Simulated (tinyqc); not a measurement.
Formation energy of a charged point defect from supercell energies: one step, computed by the program tinyqc. Command: `OMP_NUM_THREADS=1 python tinyqc.py 3010289 3010290 out.jsonl formation walk`. One thread of a shared host (Intel(R) Xeon(R) Processor @ 2.30GHz), about 0.01 s of CPU time with the checks.

The host is a compound AB. Making the defect adds n_A = -1, n_B = 0 atoms to the cell. All total energies are inputs. E_F is counted from the valence-band maximum (VBM); x = 0 is A-rich and x = 1 B-rich growth.

Problem. Concentrations at the given E_F and T. E_f(q, E_F) = E_f(q, 0) + q E_F. c_q = N_s exp(-E_f(q, E_F)/k_B T), with all degeneracy factors one and no vibrational entropy.

Inputs (values chosen for the exercise, with gap and screening modelled on CdTe):
```
quantity                   value      unit
gap E_g                     1.51        eV
dielectric constant eps     10.3         -
cell length L               9.61  angstrom
Fermi level E_F             0.44        eV
temperature T                800         K
site density N_s         3.2e+22     cm^-3
```

Defect: vacancy of A. Supercell lattice: sc.

charge states q: 2  1  0

E_f(q, 0) (eV): (q=+2) -0.158103, (q=+1) 1.127759, (q=0) 1.610380

Constants: k_B = 8.617333262e-05 eV/K.

Give: Charge states; lowest formation energy; total concentration; mean charge.

Solution.

Charge states:
```
q   E_f (eV)  c_q (cm^-3)      share
+2     0.722    9.066e+17  1.000e+00
+1     1.568    4.253e+12  4.691e-06
0      1.610    2.292e+12  2.528e-06
```

lowest formation energy = 0.7219 eV

total concentration = 9.066e+17 cm^-3

mean charge = 2.000 e

State +2 holds 100.0 % of the defects. Caution: the largest image-charge correction in these energies, q^2 alpha e^2/(8 pi eps_0 eps L) with alpha = 2.837297, exceeds a quarter of the gap; the point-charge term alone is then a rough estimate, usually too large for a charge that is spread out. Caution: E_f at E_F = 0 is negative for at least one charge state, so in equilibrium E_F cannot reach the valence-band maximum.
